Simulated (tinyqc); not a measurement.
# Bandgap voltage reference from two bipolar transistors: effect of the area ratio of the second transistor

Two transistors of area 1 and N carry the same current I. Is(T) = Is (T/T0)^eta exp[(Vg0 q/kB)(1/T0 - 1/T)], VBE1 = Vt ln(I/Is(T)) + I rb, VBE2 = Vt ln(I/(N Is(T))) + I rb/N. The amplifier forces I R1(T) = VBE1 - VBE2 + Vos, with R(T) = R (1 + tc (T - T0)) for both resistors, and the output is Vref = VBE1 + I R2(T). Base currents and the Early effect are neglected.

Vt = kB T/q; I = (Vt ln N + Vos)/(R1(T) - rb (1 - 1/N)). Box coefficient: span of Vref between 233 and 398 K over its average over T and over 165 K. The last column is the R2 that gives zero slope at T0.

Inputs (values chosen for the exercise); values of the order met in silicon bipolar transistors:
```
symbol    value   unit                                                   meaning
T0          298      K                                     reference temperature
Vg0       1.147      V                      band-gap voltage extrapolated to 0 K
eta         3.3                   temperature exponent of the saturation current
Is      1.6e-16      A           saturation current of the unit transistor at T0
R1            5   kohm  resistor across which the difference of VBE falls, at T0
tc            0  ppm/K                 temperature coefficient of both resistors
Vos           0     mV                                   offset of the amplifier
rb           31    ohm                  series resistance of the unit transistor
R2        32.75   kohm                                     output resistor at T0
```

Constants: q = 1.602176634e-19 C, kB = 1.380649e-23 J/K. Results are converted to the units shown.

Result of one run:

| I at T0 (uA) | Vref at T0 (V) | slope at T0 (uV/K) | box coefficient (ppm/K) | R2 for zero slope (kohm) |
|---|---|---|---|---|
| 3.571 | 0.7290 | -1601 | 2300 | 166.3 |

Which area ratio of the second transistor N gave this result: 2, 4, 8 or 48?

N = 2.

The whole series:

| N | I at T0 (uA) | Vref at T0 (V) | slope at T0 (uV/K) | box coefficient (ppm/K) | R2 for zero slope (kohm) |
|---|---|---|---|---|---|
| 2 | 3.571 | 0.7290 | -1601 | 2300 | 166.3 |
| 4 | 7.153 | 0.8642 | -1147 | 1371 | 80.54 |
| 8 | 10.74 | 0.9922 | -717.7 | 742.4 | 52.67 |
| 15 | 13.99 | 1.106 | -337.3 | 315.1 | 39.93 |
| 24 | 16.42 | 1.189 | -56.09 | 54.81 | 33.77 |
| 48 | 20.00 | 1.312 | 355.2 | 262.8 | 27.46 |
| 100 | 23.80 | 1.441 | 787.5 | 535.5 | 22.89 |

As N goes from 2 to 100, Vref rises from 0.7290 to 1.441 V and the box coefficient goes from 2300 through a minimum of 54.8 (at N = 24 among the rows listed) to 536 ppm/K. A larger N needs a smaller R2/R1, which lowers the gain seen by offset and noise.

Computed by the program tinyqc: `OMP_NUM_THREADS=1 python tinyqc.py 2062002 2062003 out.jsonl`, one thread of a shared Intel Xeon 2.30GHz, about 0.02 s for the whole run.
